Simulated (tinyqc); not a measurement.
Inside a calculation. Method: plane-wave Kohn-Sham cycle with exchange-only LDA in a layered model solid. One step of it, computed by the program tinyqc.

Question. Iteration 1: levels at that k. Diagonalise the Hermitian matrix.

H (hartree):
```
           -3         -2         -1         +0         +1         +2         +3
-3   0.906625  -0.310000   0.080000   0.000000   0.000000   0.000000   0.000000
-2  -0.310000   0.274971  -0.310000   0.080000   0.000000   0.000000   0.000000
-1   0.080000  -0.310000  -0.104022  -0.310000   0.080000   0.000000   0.000000
+0   0.000000   0.080000  -0.310000  -0.230353  -0.310000   0.080000   0.000000
+1   0.000000   0.000000   0.080000  -0.310000  -0.104022  -0.310000   0.080000
+2   0.000000   0.000000   0.000000   0.080000  -0.310000   0.274971  -0.310000
+3   0.000000   0.000000   0.000000   0.000000   0.080000  -0.310000   0.906625
```

Give: eigenvalues.

Answer.

eigenvalues (hartree): -0.5918  -0.3443  -0.0458  0.2775  0.4809  1.0645  1.0839
